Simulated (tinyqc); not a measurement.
Inside a calculation. Method: tight binding, honeycomb lattice. One step of it, computed by the program tinyqc.

Question. Bloch Hamiltonian at K. H_AB = -t1 (1 + exp(-i k.a1) + exp(-i k.a2)); H_AA = delta - 2 t2 sum cos(k.b + phi), H_BB = -delta - 2 t2 sum cos(k.b - phi), b = a1, a2 - a1, -a2.

Parameters chosen for this model:
```
parameter      value                        unit
t1          2.460000                 eV, nearest
t2          0.280000       eV, second neighbours
phi        -1.500000  rad, phase of t2 (Haldane)
delta       2.350000          eV, +/- on A and B
```

k point K (fractions of the reciprocal vectors): [0.333333, 0.666667]

Give: H(k) at K.

Answer.

H(k) at K (eV), order A, B:
```
[[0.9581, 0.0000],
 [0.0000, -0.8393]]
```
